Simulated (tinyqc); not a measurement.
# Ballistic Schottky-barrier transistor with a two-dimensional channel, WKB contacts, step by step

Computed by the program tinyqc: `OMP_NUM_THREADS=1 python tinyqc.py 2390146 2390147 out.jsonl`, one thread of a shared Intel Xeon 2.30GHz, about 0.2 s for the whole run. Printed values are rounded.

Source Fermi level 0, drain Fermi level -Vd. Far from the contacts Ec = pn - psi, and the gate moves psi one to one; the band edges relax as exp(-x/lam) from pn at the source and pn - Vd at the drain; Ev = Ec - Eg. A carrier of energy w inside the channel band meets at a contact a barrier of height D (the contact edge beyond the channel edge): T = 1 for w >= D, else exp(-S), S = 4 lam sqrt(m/C) [sqrt(D - w) - sqrt(w) arctan sqrt((D - w)/w)], C = hbar^2/(2 m0). The two contacts combine as Ts Td/(Ts + Td - Ts Td).

Inputs (values chosen for the exercise); channel values close to those of a molybdenum disulphide layer: temperature T = 300 K; band gap Eg = 1.7 eV; barrier for electrons at both contacts pn = 0.14 eV; electron mass mn = 0.49 m0; hole mass mp = 0.61 m0; valleys or subbands g = 2; screening length at the contacts lam = 4.3 nm; drain bias Vd = 0.5 V; band shift psi of the channel by the gate ps = 0.33 V; energy of one carrier inside the channel band w0 = 0.15 eV; upper end of the grid wm = 0.51 eV; points of the grid nE = 17.

Constants: q = 1.602176634e-19 C, kB = 1.380649e-23 J/K, hbar = 1.054571817e-34 J s, h = 6.62607015e-34 J s, m0 = 9.1093837015e-31 kg, Vt = kB T/q, hbar^2/(2 m0) = 0.0380998212 eV nm^2. Results are converted to the units shown.

Range of the model: No scattering, image-force lowering, channel charge or band-to-band tunnelling; parabolic kappa overstates S deep in the gap.

## Band edges and barriers

Electrons: Ds = psi, Dd = psi - Vd, Es = Ec, Ed = Ec + Vd. Holes: Ds = -psi, Dd = Vd - psi, Es = -Ev, Ed = -Ev - Vd. The size of each current is taken; both flow from drain to source and add.

Ec = -0.19 eV
Ev = -1.89 eV
D for electrons (eV): source 0.3300000, drain -0.1700000
D for holes (eV): source -0.3300000, drain 0.1700000

A negative D is no barrier. Here the electrons carry the larger current.

## Transmission of one of the electrons

S and T at both contacts for w = w0, and the tunnelling distance lam ln(D/w) at the higher barrier.

S at the source = 6.319531
S at the drain = 0
combined T = 0.001800788
tunnelling distance = 3.390367 nm

## Current of the electrons on a coarse grid

I/W = g (2 q^2/h) int T(w) [N(Es + w) - N(Ed + w)] dw with w the energy of motion along the channel, N(y) = (1/2 pi) sqrt(pi m kB T/C) Fm(-y/kB T), Fm(x) = (1/sqrt(pi)) int_0^infinity u^(-1/2)/(1 + exp(u - x)) du. Electrons: Ds = psi, Dd = psi - Vd, Es = Ec, Ed = Ec + Vd. Holes: Ds = -psi, Dd = Vd - psi, Es = -Ev, Ed = -Ev - Vd. The size of each current is taken; both flow from drain to source and add. Simpson's rule on nE equally spaced w from 0 to wm.

| point | w (eV) | Ts | Td | T | size of the supply difference (1/um) |
|---|---|---|---|---|---|
| 0 | 0.0000000 | 4.084560e-16 | 1 | 4.084560e-16 | 493.3653 |
| 1 | 0.0318750 | 2.368317e-9 | 1 | 2.368317e-9 | 448.1370 |
| 2 | 0.0637500 | 5.294093e-7 | 1 | 5.294093e-7 | 397.1259 |
| 3 | 0.0956250 | 2.160691e-5 | 1 | 2.160691e-5 | 337.6119 |
| 4 | 0.1275000 | 3.584111e-4 | 1 | 3.584111e-4 | 265.7901 |
| 5 | 0.1593750 | 0.003282898 | 1 | 0.003282898 | 180.4588 |
| 6 | 0.1912500 | 0.01935186 | 1 | 0.01935186 | 95.42568 |
| 7 | 0.2231250 | 0.07998252 | 1 | 0.07998252 | 37.92023 |
| 8 | 0.2550000 | 0.2431838 | 1 | 0.2431838 | 12.45554 |
| 9 | 0.2868750 | 0.5545814 | 1 | 0.5545814 | 3.772997 |
| 10 | 0.3187500 | 0.9273908 | 1 | 0.9273908 | 1.112424 |
| 11 | 0.3506250 | 1 | 1 | 1 | 0.3252992 |
| 12 | 0.3825000 | 1 | 1 | 1 | 0.09489468 |
| 13 | 0.4143750 | 1 | 1 | 1 | 0.02766256 |
| 14 | 0.4462500 | 1 | 1 | 1 | 0.008062189 |
| 15 | 0.4781250 | 1 | 1 | 1 | 0.002349564 |
| 16 | 0.5100000 | 1 | 1 | 1 | 6.847216e-4 |

current = 60.15186 uA/um

A converged quadrature gives 60.18 uA/um; this grid is 0.050 % below that. 4.81 % of it passes over both barriers, the rest tunnels. The other carrier adds 2.21e-23 uA/um.
